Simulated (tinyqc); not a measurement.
Worked calculation: alloy A(1-x)B(x) by interpolation with bowing. Values are carried at full precision from step to step, so a last printed digit may differ when a step is redone from the rounded ones.

Each gap follows E(x) = (1 - x) E_A + x E_B - C x (1 - x); the lattice constant follows Vegard, a(x) = (1 - x) a_A + x a_B.

Constants: hc = 1239.841984 eV nm; kB = 8.617333262e-05 eV/K.

Values chosen for the exercise (A near GaP, B near InP; not measured data): a = (5.459, 5.873) angstrom (lattice constant of A, B); x = 0.1 (fraction of B); Eg = (2.866, 1.438) eV (gap at Gamma to the s-like level of A, B); EgX = (2.343, 2.402) eV (gap to the lowest valley along Gamma-X of A, B); EgL = (2.709, 2.043) eV (gap to L of A, B); C = (0.58, 0.221, 1.081) eV (bowing of the Gamma, X and L gaps); Dso = (0.08, 0.108) eV (spin-orbit splitting of A, B); Ep = (31.7, 20.8) eV (Kane energy of A, B); me = (0.1303, 0.0804) m0 (electron mass at Gamma of A, B); Cs = 0 eV (bowing of Dso); md = (0.1217, 0.86, 0.49) m0 (density-of-states masses of Gamma, all X and all L valleys); T = 300 K (temperature).

## Gaps and lattice constant at x

Also give the wavelength hc/E of the lowest gap.

a(x) = 5.5004 angstrom

linear parts (eV): Gamma 2.7232, X 2.3489, L 2.6424

bowing terms C x (1 - x) (eV): Gamma 0.0522, X 0.0199, L 0.0973

gaps (eV): Gamma 2.6710, X 2.3290, L 2.5451

wavelength of the lowest gap = 532.3 nm

The lowest valley is X, so the gap is indirect; the next, L, lies 216 meV higher.

## Where the valleys cross

The difference of two gaps is a quadratic q2 x^2 + q1 x + q0 with q2 = C_i - C_j, q1 = (E_B - E_A - C)_i - (E_B - E_A - C)_j, q0 = E_A,i - E_A,j; give its roots between 0 and 1 (a dash: none).

Crossings:
```
pair         q2      q1      q0  first root  second root
Gamma-X   0.359  -1.846   0.523      0.3009            -
Gamma-L  -0.501  -0.261   0.157      0.3570            -
X-L      -0.860   1.585  -0.366      0.2707            -
```

The lowest valley changes at x = 0.271 (X to L, gap 2.315 eV) and x = 0.357 (L to Gamma, gap 2.223 eV). The middle valley is lowest only in a narrow window, which small changes of the inputs would close. The other crossings lie above the lowest valley.

## Electron mass of the alloy

Mass at Gamma from the Kane formula 1/m = F + Ep (Eg + 2 Dso/3)/(Eg (Eg + Dso)). F is fixed by the masses of A and B and interpolated linearly, as is Ep; Eg and Dso carry their bowing.

Compare with the linear interpolation of the masses.

F of A, B: [-3.2860, -1.6899]

Ep, Eg, Dso at x (eV): [30.6100, 2.6710, 0.0828]

m(x) from the Kane formula = 0.1217 m0
m(x) linear = 0.1253 m0

The Kane value lies 2.9 % below the linear one. The Gamma valley is not the lowest at this x.

## Shares of the electrons in the valleys

Non-degenerate: n_i proportional to md_i^(3/2) exp(-E_i/kT).

md^(3/2): Gamma 0.0425, X 0.7975, L 0.3430

(E - E_min)/kT: Gamma 13.23, X 0.00, L 8.36

shares: Gamma 0.000, X 1.000, L 0.000

X holds most electrons (100.0 %).

## Checks

- The Gamma and X gaps at their crossing x = 0.3009 (eV): both 2.3143.
- The Gamma and L gaps at their crossing x = 0.3570 (eV): both 2.2231.
- The X and L gaps at their crossing x = 0.2707 (eV): both 2.3153.

tinyqc: `OMP_NUM_THREADS=1 python tinyqc.py 1051471 1051472 out.jsonl`; about 0.01 s, one thread, shared Intel(R) Xeon(R) Processor @ 2.30GHz.
